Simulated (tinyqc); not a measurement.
Gap and voltage scale from two read currents.

Inverse problem. I = I0 exp(-g/g0) sinh(Vd/V0) at a fixed gap. Find V0 and g.

Values chosen for this exercise: current scale I0 = 0.33 mA; tunnelling length g0 = 0.27 nm.

I at Vd = 0.1 and 0.5 V (uA): [0.21391540, 1.6511468]

Solution. The ratio of the currents depends on V0 alone and falls steadily as V0 grows; either current then gives g.

V0 = 0.290 V
g = 1.70 nm

Computed by the program tinyqc: `OMP_NUM_THREADS=1 python tinyqc.py 2880023 2880024 out.jsonl`, one thread of a shared Intel Xeon 2.30GHz, about 0.07 s for the whole run.
